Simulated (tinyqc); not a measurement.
# Gate sheet resistance from two finger widths

Inverse problem. At low frequency R = Rsh Wf/(3 L) + B/Wf, where B collects the channel and vertical terms. Find Rsh, B and the width of lowest R.

Values chosen for this exercise:
```
symbol  value  unit         meaning
L        0.27    um  channel length
```

input resistance of single fingers, contacted at one end, of width 1.1 and 10 um (ohm): 156.45455  116

Answer. R Wf is a straight line in Wf^2; the minimum of R lies where both terms are equal.

Rsh = 8.10 ohm/square
B = 160 ohm um
width of lowest R = 4.00 um

tinyqc, about 0.01 s, one thread, Intel Xeon 2.30GHz (shared host): `OMP_NUM_THREADS=1 python tinyqc.py 2262009 2262010 out.jsonl`
